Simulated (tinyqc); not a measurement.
# Inputs raised by 2 %, one at a time

Model: Froehlich polaron in a polar crystal. Computed by tinyqc, a small Python program. Command: `OMP_NUM_THREADS=1 python tinyqc.py 3028509 3028510 out.jsonl frohlich sens`. One thread of a shared host (Intel(R) Xeon(R) Processor @ 2.30GHz), about 0.2 s of CPU time with the checks.

One electron in a parabolic band of mass m*, coupled to dispersionless LO phonons in the continuum model. Energies are in units of hbar omega unless marked, wave numbers in k_0 = sqrt(2 m* omega/hbar).

Inputs (values chosen for the exercise, modelled on sodium chloride):

| quantity | value | unit |
|---|---|---|
| band mass m* | 0.527 | m_0 |
| LO phonon energy hbar omega | 33.8 | meV |
| eps_inf | 2.37 | - |
| static dielectric constant eps_s | 6.15 | - |

Constants: hbar^2/(2 m_0) = 3.80998212 eV angstrom^2; e^2/(4 pi eps_0) = 14.39964548 eV angstrom.

Method:
- 1/eps* = 1/eps_inf - 1/eps_s; k_0 = sqrt(2 m* omega/hbar) = sqrt(m* hbar omega / (hbar^2/(2 m_0))) with m* in m_0; alpha = (e^2/(4 pi eps_0)) k_0/(2 eps* hbar omega); polaron length 1/k_0.
- Feynman's bound: E(v, w) = 3 (v - w)^2/(4 v) - (alpha v/sqrt(pi)) int_0^infinity e^-u D(u)^(-1/2) du, D = w^2 u + ((v^2 - w^2)/v)(1 - e^(-v u)); integrals by 80 Gauss-Legendre points in s from 0 to 1 with u = 40 s^2.
- Minimise over v > w > 0 (simplex search); mass m_p/m* = 1 + (alpha v^3/(3 sqrt(pi))) int u^2 e^-u D^(-3/2) du.

Runs:

| input moved | from | to | coupling constant alpha | polaron length 1/k_0 (angstrom) | polaron energy, Feynman (meV) | m_p/m*, Feynman |
|---|---|---|---|---|---|---|
| base run | - | - | 3.7772 | 14.625 | -135.26 | 2.390 |
| band mass m* (m_0) | 0.527 | 0.53754 | 3.8148 | 14.481 | -136.70 | 2.420 |
| LO phonon energy hbar omega (meV) | 33.8 | 34.476 | 3.7400 | 14.481 | -136.51 | 2.361 |
| eps_inf | 2.37 | 2.4174 | 3.6567 | 14.625 | -130.64 | 2.297 |
| static dielectric constant eps_s | 6.15 | 6.273 | 3.8237 | 14.625 | -137.05 | 2.427 |

Exponents ln(y'/y) / ln(x'/x):

| input | coupling constant alpha | polaron length 1/k_0 | polaron energy, Feynman | m_p/m*, Feynman |
|---|---|---|---|---|
| band mass m* | 0.500 | -0.5 | 0.537 | 0.630 |
| LO phonon energy hbar omega | -0.500 | -0.5 | 0.464 | -0.616 |
| eps_inf | -1.637 | 0.0 | -1.755 | -2.004 |
| static dielectric constant eps_s | 0.617 | 0.0 | 0.663 | 0.776 |

To which inputs is each result most sensitive?

Among the inputs moved here: coupling constant alpha answers most in size to eps_inf (exponent -1.637), next to static dielectric constant eps_s (+0.617). Its exponent +0.500 in band mass m*: alpha goes as sqrt(m*). Its exponent -0.500 in LO phonon energy hbar omega: alpha goes as omega^(-1/2). Polaron length 1/k_0 answers most in size to band mass m* (exponent -0.500), and about equally to LO phonon energy hbar omega (-0.500); its exponent is below 0.0005 for eps_inf, static dielectric constant eps_s. Its exponent -0.500 in band mass m*: the length goes as m*^(-1/2). Polaron energy, Feynman answers most in size to eps_inf (exponent -1.755), next to static dielectric constant eps_s (+0.663). m_p/m*, Feynman answers most in size to eps_inf (exponent -2.004), next to static dielectric constant eps_s (+0.776).
